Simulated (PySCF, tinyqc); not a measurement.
RHF in the sto-3g basis, for H6, spin multiplicity 1, step by step. This run ends on a higher stationary point, not on the lowest solution. The lowest restricted solution is unstable here: a spin-polarised one lies 0.1475 hartree lower (PySCF). One step of it, computed by the program tinyqc.

Task: Iteration 2: building the Fock matrix. J_ij = sum D_kl (ij|kl), K_ij = sum D_kl (ik|jl); F = H + J - 0.5 K; E = tr D H + tr D J / 2 - 0.25 tr D K + E_nn.

D after iteration 1:
```
           1H 1s      2H 1s      3H 1s      4H 1s      5H 1s      6H 1s
1H 1s   0.507422   0.662780  -0.001136   0.322299  -0.225641   0.118361
2H 1s   0.662780   0.899970   0.157177   0.283327  -0.295393   0.088568
3H 1s  -0.001136   0.157177   1.526801  -1.278122   0.377576  -0.031529
4H 1s   0.322299   0.283327  -1.278122   1.297836  -0.383244   0.275333
5H 1s  -0.225641  -0.295393   0.377576  -0.383244   0.485397   0.540026
6H 1s   0.118361   0.088568  -0.031529   0.275333   0.540026   1.378856
```

core Hamiltonian H = T + V (hartree):
```
           1H 1s      2H 1s      3H 1s      4H 1s      5H 1s      6H 1s
1H 1s  -1.237539  -0.455208  -0.021728  -0.000562  -0.000002   0.000000
2H 1s  -0.455208  -1.463965  -0.323770  -0.022442  -0.000267  -0.000002
3H 1s  -0.021728  -0.323770  -1.550642  -0.501147  -0.022442  -0.000562
4H 1s  -0.000562  -0.022442  -0.501147  -1.550642  -0.323770  -0.021728
5H 1s  -0.000002  -0.000267  -0.022442  -0.323770  -1.463965  -0.455208
6H 1s   0.000000  -0.000002  -0.000562  -0.021728  -0.455208  -1.237539
```

Two-electron integrals (ij|kl) in chemists' order, unique and non-zero (hartree):
```
(11|11) 0.774606   (21|11) 0.137921   (21|21) 0.037542   (22|11) 0.346012
(22|21) 0.137921   (22|22) 0.774606   (31|11) 0.003364   (31|21) 0.001137
(31|22) 0.005466   (31|31) 0.000047   (32|11) 0.038950   (32|21) 0.014654
(32|22) 0.085245   (32|31) 0.000774   (32|32) 0.015760   (33|11) 0.161776
(33|21) 0.054856   (33|22) 0.296322   (33|31) 0.003364   (33|32) 0.085245
(33|33) 0.774606   (41|11) 0.000048   (41|21) 0.000017   (41|22) 0.000096
(41|31) 9.03e-07   (41|32) 0.000018   (41|33) 0.000096   (41|41) 2.09e-08
(42|11) 0.001747   (42|21) 0.000609   (42|22) 0.003355   (42|31) 0.000034
(42|32) 0.000773   (42|33) 0.005453   (42|41) 9.01e-07   (42|42) 0.000047
(43|11) 0.034022   (43|21) 0.010907   (43|22) 0.054768   (43|31) 0.000609
(43|32) 0.014630   (43|33) 0.137685   (43|41) 0.000017   (43|42) 0.001133
(43|43) 0.037426   (44|11) 0.110915   (44|21) 0.034067   (44|22) 0.161726
(44|31) 0.001751   (44|32) 0.038933   (44|33) 0.345805   (44|41) 0.000048
(44|42) 0.003355   (44|43) 0.137685   (44|44) 0.774606   (51|11) 7.94e-08
(51|21) 2.68e-08   (51|22) 1.43e-07   (51|32) 3.57e-08   (51|33) 2.72e-07
(51|43) 5.66e-08   (51|44) 1.64e-07   (52|11) 0.000012   (52|21) 3.98e-06
(52|22) 0.000020   (52|31) 2.19e-07   (52|32) 0.000005   (52|33) 0.000045
(52|41) 6.11e-09   (52|42) 3.84e-07   (52|43) 0.000012   (52|44) 0.000045
(53|11) 0.001100   (53|21) 0.000338   (53|22) 0.001601   (53|31) 0.000017
(53|32) 0.000385   (53|33) 0.003355   (53|41) 4.71e-07   (53|42) 0.000031
(53|43) 0.001133   (53|44) 0.005453   (53|52) 3.84e-07   (53|53) 0.000047
(54|11) 0.016103   (54|21) 0.004803   (54|22) 0.021994   (54|31) 0.000234
(54|32) 0.004886   (54|33) 0.038933   (54|41) 0.000006   (54|42) 0.000385
(54|43) 0.014630   (54|44) 0.085245   (54|51) 1.90e-08   (54|52) 0.000005
(54|53) 0.000773   (54|54) 0.015760   (55|11) 0.080877   (55|21) 0.023564
(55|22) 0.104912   (55|31) 0.001103   (55|32) 0.021994   (55|33) 0.161726
(55|41) 0.000027   (55|42) 0.001601   (55|43) 0.054768   (55|44) 0.296322
(55|51) 7.94e-08   (55|52) 0.000020   (55|53) 0.003355   (55|54) 0.085245
(55|55) 0.774606   (62|11) 5.45e-08   (62|21) 1.67e-08   (62|22) 7.94e-08
(62|32) 1.90e-08   (62|33) 1.64e-07   (62|43) 5.66e-08   (62|44) 2.72e-07
(62|54) 3.57e-08   (62|55) 1.43e-07   (63|11) 0.000020   (63|21) 0.000006
(63|22) 0.000027   (63|31) 2.91e-07   (63|32) 0.000006   (63|33) 0.000048
(63|41) 7.52e-09   (63|42) 4.71e-07   (63|43) 0.000017   (63|44) 0.000096
(63|52) 6.11e-09   (63|53) 9.01e-07   (63|54) 0.000018   (63|55) 0.000096
(63|63) 2.09e-08   (64|11) 0.000842   (64|21) 0.000246   (64|22) 0.001103
(64|31) 0.000012   (64|32) 0.000234   (64|33) 0.001751   (64|41) 2.91e-07
(64|42) 0.000017   (64|43) 0.000609   (64|44) 0.003364   (64|52) 2.19e-07
(64|53) 0.000034   (64|54) 0.000774   (64|55) 0.005466   (64|63) 9.03e-07
(64|64) 0.000047   (65|11) 0.018698   (65|21) 0.005375   (65|22) 0.023564
(65|31) 0.000246   (65|32) 0.004803   (65|33) 0.034067   (65|41) 0.000006
(65|42) 0.000338   (65|43) 0.010907   (65|44) 0.054856   (65|51) 1.67e-08
(65|52) 3.98e-06   (65|53) 0.000609   (65|54) 0.014654   (65|55) 0.137921
(65|62) 2.68e-08   (65|63) 0.000017   (65|64) 0.001137   (65|65) 0.037542
(66|11) 0.065802   (66|21) 0.018698   (66|22) 0.080877   (66|31) 0.000842
(66|32) 0.016103   (66|33) 0.110915   (66|41) 0.000020   (66|42) 0.001100
(66|43) 0.034022   (66|44) 0.161776   (66|51) 5.45e-08   (66|52) 0.000012
(66|53) 0.001747   (66|54) 0.038950   (66|55) 0.346012   (66|62) 7.94e-08
(66|63) 0.000048   (66|64) 0.003364   (66|65) 0.137921   (66|66) 0.774606
```

nuclear repulsion = 2.85740372 hartree

Give: Coulomb J; exchange K; Fock matrix F; total energy of this density.

Result:

Coulomb J (hartree):
```
       1H 1s  2H 1s  3H 1s  4H 1s  5H 1s  6H 1s
1H 1s  1.344  0.389  0.016  0.000  0.000  0.000
2H 1s  0.389  1.779  0.299  0.017  0.000  0.000
3H 1s  0.016  0.299  1.973  0.455  0.016  0.000
4H 1s  0.000  0.017  0.455  1.809  0.269  0.015
5H 1s  0.000  0.000  0.016  0.269  1.608  0.422
6H 1s  0.000  0.000  0.000  0.015  0.422  1.787
```

exchange K (hartree):
```
        1H 1s   2H 1s   3H 1s   4H 1s   5H 1s  6H 1s
1H 1s   0.610   0.453   0.068   0.043  -0.016  0.004
2H 1s   0.453   0.950   0.264   0.039  -0.023  0.003
3H 1s   0.068   0.264   0.931  -0.079   0.012  0.015
4H 1s   0.043   0.039  -0.079   0.669   0.057  0.063
5H 1s  -0.016  -0.023   0.012   0.057   0.540  0.469
6H 1s   0.004   0.003   0.015   0.063   0.469  1.236
```

Fock matrix F (hartree):
```
        1H 1s   2H 1s   3H 1s   4H 1s   5H 1s   6H 1s
1H 1s  -0.199  -0.293  -0.040  -0.022   0.008  -0.002
2H 1s  -0.293  -0.160  -0.157  -0.025   0.011  -0.001
3H 1s  -0.040  -0.157  -0.044  -0.007  -0.012  -0.008
4H 1s  -0.022  -0.025  -0.007  -0.076  -0.083  -0.038
5H 1s   0.008   0.011  -0.012  -0.083  -0.126  -0.267
6H 1s  -0.002  -0.001  -0.008  -0.038  -0.267  -0.068
```

total energy of this density = -2.00749 hartree

This density is a damped mixture and is not idempotent.
